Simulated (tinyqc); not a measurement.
Bond-orbital model of a tetrahedral semiconductor (Harrison's universal couplings): one step. The three energies.

Hybrid level eh = (es + 3 ep)/4; metallic energy V1 = (ep - es)/4 for each atom; covalent energy V2 = 3.22 hbar^2/(m d^2); polar energy V3 = (ehc - eha)/2; hbar^2/m = 2c, c = hbar^2/2m0. Polarity ap = V3/sqrt(V2^2 + V3^2), covalency ac = V2/sqrt(V2^2 + V3^2). p-p coupling at Gamma Exx = (4/3)(2.22 - 2 x 0.63) hbar^2/(m d^2) = 1.28 hbar^2/(m d^2), s-s coupling Ess = 4 x 1.32 hbar^2/(m d^2).

Constants: hbar^2/2m0 = 3.80998211 eV angstrom^2.

Parameters, chosen for this exercise (near tabulated values for InAs; the model gives trends, and its gaps can be far from the real ones; the results hold for these values, not for the real material):
```
symbol  value   unit      meaning
esc     -10.27  eV        s level, cation
epc     -5.39   eV        p level, cation
esa     -18.66  eV        s level, anion
epa     -8.87   eV        p level, anion
d       2.62    angstrom  bond length
```

Question. Form the hybrid levels, V1, V2 and V3.

Give: hbar^2/(m d^2); hybrid levels; V1; V2, V3.

Answer.

hbar^2/(m d^2) = 1.1101 eV

hybrid levels (eV): cation -6.6100, anion -11.3175

V1 (eV): cation 1.2200, anion 2.4475

V2, V3 (eV): [3.5744, 2.3537]

Computed by tinyqc, a small Python program: `OMP_NUM_THREADS=1 python tinyqc.py 1482617 1482618 out.jsonl` (the numbers bound the seed that draws the inputs); one thread of a shared host (Intel(R) Xeon(R) Processor @ 2.30GHz), about 0.01 s for the whole set of steps.
